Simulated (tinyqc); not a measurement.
Cabrera-Mott growth of a thin oxide under its own electric field. Changing the time t. Computed by tinyqc, a small Python program. Command: `OMP_NUM_THREADS=1 python tinyqc.py 3009274 3009275 out.jsonl cabrera sweep`. One thread of a shared host (Intel(R) Xeon(R) Processor @ 2.30GHz), about 0.03 s of CPU time with the checks.

Electrons cross the film freely and set a fixed potential V across it; the field V/x lowers the barrier for ions entering the oxide.

Inputs (values chosen for the exercise, for a model metal):
```
quantity                     value        unit
barrier W                     1.28          eV
Mott potential V              0.69           V
ion charge number z              2           -
half jump distance b             2    angstrom
prefactor u0 = N Omega nu  1.6e+13  angstrom/s
temperature T                  300           K
starting thickness x0          4.9    angstrom
```

Backward hops: ignored.

Constants: k_B = 8.617333262e-05 eV/K.

Method. u = u0 exp(-W/(k_B T)), X1 = z b V/(k_B T) with V in volts and k_B T in eV; dx/dt = u exp(X1/x). t(x) = int_(x0)^x dx / (dx/dt) by Gauss-Legendre quadrature (80 points on each side of (x0 + 2 x)/3), solved for x.

One run for each value:
```
time t (s)  thickness x (angstrom)  rate at time t (angstrom/s)  field at time t (MV/cm)
1.00e+00                     5.966                   2.9706e-01                   11.566
1.00e+01                     6.741                   3.7955e-02                   10.236
1.00e+02                     7.738                   4.9333e-03                    8.917
1.00e+03                     9.055                   6.6287e-04                    7.620
1.00e+04                    10.865                   9.3038e-05                    6.351
1.00e+05                    13.479                   1.3831e-05                    5.119
1.00e+06                    17.524                   2.2230e-06                    3.937
1.00e+07                    24.404                   3.9902e-07                    2.827
1.00e+08                    37.851                   8.4336e-08                    1.823
```

What does the table show?

Over the rows, thickness x (angstrom) rises from 5.97 to 37.9 (exponent d ln y / d ln x 0.053 between the first rows and 0.19 between the last); rate at time t (angstrom/s) falls from 0.297 to 8.43e-8 (exponent d ln y / d ln x -0.89 between the first rows and -0.67 between the last); field at time t (MV/cm) falls from 11.6 to 1.82 (exponent d ln y / d ln x -0.053 between the first rows and -0.19 between the last).
